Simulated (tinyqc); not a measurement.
# Valley-orbit splitting of a donor ground state, with strain, step by step

A worked calculation. Computed by tinyqc, a small Python program that keeps every step. Command: `OMP_NUM_THREADS=1 python tinyqc.py 3021958 3021959 out.jsonl valleyorbit walk`. One thread of a shared host (Intel(R) Xeon(R) Processor @ 2.30GHz), about 0.01 s of CPU time with the checks. Intermediate numbers are printed to about 6 digits and carried at full precision; extremes and crossings named in words are read from the listed rows.

The basis is the 1s envelope in each valley; energies are counted from the unstrained conduction-band edge. The strain is e_s (a a^T - 1/3) for the unit stress axis a, so valley j along n_j moves by Xi_u e_s w_j with w_j = (n_j.a)^2 - 1/3: -1/3 for x and y, +2/3 for z.

Inputs (values chosen for the exercise, for a model many-valley semiconductor):
```
quantity                                    value   unit
single-valley binding energy E_0             23.9    meV
central-cell shift Lambda                    3.86    meV
coupling Delta_1                             1.77    meV
coupling Delta_2                            0.801    meV
shear deformation potential Xi_u             8.87     eV
shear strain e_s                          4.9e-05      -
temperature T                                  30      K
donor density N_D                         1.1e+14  cm^-3
density-of-states mass of one valley m_e    0.334    m_0
```

Valleys: six along <100>. Stress axis: [001].

Constants: k_B = 8.617333262e-05 eV/K; m_0 = 9.1093837015e-31 kg; k_B = 1.380649e-23 J/K; h = 6.62607015e-34 J s.

## Levels without strain

By symmetry: E(A1) = E_0 + Lambda + 4 Delta_1 + Delta_2 (one state), E(T2) = E_0 + Lambda - Delta_2 (three), E(E) = E_0 + Lambda - 2 Delta_1 + Delta_2 (two), as binding energies.

E(A1) = 35.641 meV

E(T2) = 26.959 meV

E(E) = 25.021 meV

Only A1 has all valley amplitudes in phase, so only it has weight at the nucleus. Of the upper states T2 is bound more strongly, because Delta_1 is larger than Delta_2.

## The valley matrix under strain

H_jj = -(E_0 + Lambda) + Xi_u e_s w_j; H_jk = -Delta_2 between opposite valleys and -Delta_1 between perpendicular ones.

H (meV), lower triangle (symmetric):
```
          +x        -x        +y        -y        +z        -z
+x  -27.9049
-x   -0.8010  -27.9049
+y   -1.7700   -1.7700  -27.9049
-y   -1.7700   -1.7700   -0.8010  -27.9049
+z   -1.7700   -1.7700   -1.7700   -1.7700  -27.4702
-z   -1.7700   -1.7700   -1.7700   -1.7700   -0.8010  -27.4702
```

## Levels and ground state under strain

Diagonalise H; the ground vector has positive components. The density at the nucleus, and so the contact hyperfine coupling, scales as (sum_j c_j)^2/(number of valleys), which is 1 without strain; the envelopes are held fixed.

levels (meV): -35.6449  -27.1039  -27.1039  -26.6692  -25.1659  -24.8722

valley amplitudes of the ground state: +x 0.413666, -x 0.413666, +y 0.413666, -y 0.413666, +z 0.397192, -z 0.397192

hyperfine ratio A/A_0 = 0.999638

The valleys that move down hold 68.4 % of the ground state, against 66.7 % without strain.

## Binding energy under strain

The binding energy is counted from the lowest valley edge, min_j Xi_u e_s w_j; the gap is from the ground state to the next level.

binding energy under strain = 35.5000 meV

gap to the first excited state = 8.54102 meV

## Populations and ionisation

z = sum over levels of exp(-(E - E_ground)/k_B T), the ground-state share being 1/z; N_c = 2 (2 pi m_e k_B T/h^2)^(3/2) sum_j exp(-(shift_j - lowest shift)/k_B T); n1 = N_c/(2 z) exp(-binding/k_B T), binding = lowest shift - E_ground; without compensation n = 2 N_D/(1 + sqrt(1 + 4 N_D/n1)) (Boltzmann statistics; p and higher states left out).

partition sum z = 1.13740

share of neutral donors in the ground state = 0.879196

N_c = 8.71650e+17 cm^-3

n1 = 4.16540e+11 cm^-3

free electrons n = 6.56394e+12 cm^-3

## Strain dependence

The contact hyperfine ratio is A/A_0 = (sum_j c_j)^2/(number of valleys), c_j the valley amplitudes of the ground state; binding from the lowest valley edge.

Against strain:
```
e_s        Xi_u e_s (w_max - w_min) (meV)  binding (meV)  gap to next level (meV)     A/A_0
-3.90e-04                        -3.45930        33.6078                  6.64883  0.972732
-1.50e-04                        -1.33050        34.7925                  7.83351  0.996244
-4.90e-05                        -0.43463        35.3553                  8.39625  0.999618
-1.50e-05                        -0.13305        35.5527                  8.59367  0.999965
1.50e-05                          0.13305        35.5970                  8.63802  0.999965
4.90e-05                          0.43463        35.5000                  8.54102  0.999638
1.50e-04                          1.33050        35.2329                  8.27394  0.996817
3.90e-04                          3.45930        34.7096                  7.75060  0.981852
```

A/A_0 falls for either sign of strain, to 0.973 and 0.982 at the ends; its limits are the shares of the valleys that end up lowest, 2/6 under compression and 4/6 under tension. Near zero strain A/A_0 changes in second order, the binding in first. The binding energy drops from 35.64 meV to 33.61 and 34.71 meV, since fewer valleys share the valley-orbit gain.

## Do the excited 1s states matter for ionisation?

No strain here. The last two columns set z = 1, with the A1 depth, or use one level at E_0 with z equal to the number of valleys.

Ionised share:
```
T (K)        z  all 1s states  ground state alone  no splitting
21     1.03040    2.57329e-03         2.61206e-03      0.027002
34     1.20827    1.36977e-01         1.49473e-01      0.384862
52     1.61915    7.37245e-01         8.06028e-01      0.895445
75     2.16964    9.69346e-01         9.85400e-01      0.985748
100    2.67857    9.93495e-01         9.97552e-01      0.996249
170    3.62729    9.99268e-01         9.99798e-01      0.999456
280    4.38129    9.99839e-01         9.99963e-01      0.999864
```

z grows from 1.030 to 4.38 of at most 6. Leaving out the excited states overstates the ionised share by up to 9.3 % (at 52.0 K); ignoring the splitting misses by a factor 10.5 at the lowest T and 1.00 at the highest.

Checks made by the program: symmetry formulas against diagonalisation (relative difference below 1e-10).
